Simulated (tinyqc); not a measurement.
Joule-heated wire on a substrate, fin equation: two steps of the calculation.

A wire of length L loses heat along itself to two contacts and sideways to the substrate: kap A theta'' - g theta + p = 0 with theta = T - T0 and p(x) = p0 exp(-((x/L - x0)/sg)^2/2). The ends are held at T0. Constant conductivity, diffusive heat flow.

Values chosen for this exercise: temperature of substrate and contacts T0 = 300 K; conductivity along the wire kap = 27 W/(m K); cross-section A = 54 nm^2; conductance per length to the substrate g = 0.28 W/(m K); length between the contacts L = 360 nm; thermal resistance of each contact Rc = 0 K/uW; peak heating per length p0 = 0.01 uW/nm; place of the hot spot as a share of L x0 = 0.74; width of the hot spot as a share of L sg = 0.08.

Task 1. The tridiagonal system. Nodes x_i = i h, h = L/12; box widths w_i = h (h/2 at the ends); c = kap A/h; equation of node i: -c theta_(i-1) + d_i theta_i - c theta_(i+1) = b_i with d_i = 2 c + g w_i, b_i = p(x_i) w_i; theta = 0 at the end nodes.

Give: c; d; b.

Result 1.

c = 0.048600 uW/K

| node | d (uW/K) | b (uW) |
|---|---|---|
| 1 | 0.10560 | 7.0218e-16 |
| 2 | 0.10560 | 2.1096e-12 |
| 3 | 0.10560 | 2.1414e-9 |
| 4 | 0.10560 | 7.3447e-7 |
| 5 | 0.10560 | 8.5115e-5 |
| 6 | 0.10560 | 0.0033327 |
| 7 | 0.10560 | 0.044091 |
| 8 | 0.10560 | 0.19709 |
| 9 | 0.10560 | 0.29767 |
| 10 | 0.10560 | 0.15190 |
| 11 | 0.10560 | 0.026191 |

Task 2. Temperature rise. Solve -c theta_(i-1) + d_i theta_i - c theta_(i+1) = b_i for nodes 1 to 11, with theta = 0 at nodes 0 and 12.

c = 0.0486 uW/K

| node | d (uW/K) | b (uW) |
|---|---|---|
| 1 | 0.1056 | 7.0218073e-16 |
| 2 | 0.1056 | 2.1095882e-12 |
| 3 | 0.1056 | 2.1414444e-9 |
| 4 | 0.1056 | 7.3447367e-7 |
| 5 | 0.1056 | 8.5114979e-5 |
| 6 | 0.1056 | 0.0033326990 |
| 7 | 0.1056 | 0.044090650 |
| 8 | 0.1056 | 0.19708667 |
| 9 | 0.1056 | 0.29766538 |
| 10 | 0.1056 | 0.15190068 |
| 11 | 0.1056 | 0.026190963 |

Find: theta.

Result 2.

| node | theta (K) |
|---|---|
| 0 | 0.000 |
| 1 | 0.380 |
| 2 | 0.825 |
| 3 | 1.414 |
| 4 | 2.246 |
| 5 | 3.467 |
| 6 | 5.285 |
| 7 | 7.948 |
| 8 | 11.077 |
| 9 | 12.066 |
| 10 | 9.015 |
| 11 | 4.397 |
| 12 | 0.000 |

Program tinyqc, `OMP_NUM_THREADS=1 python tinyqc.py 2520020 2520021 out.jsonl`; Intel Xeon 2.30GHz, shared host, one thread, about 0.01 s.
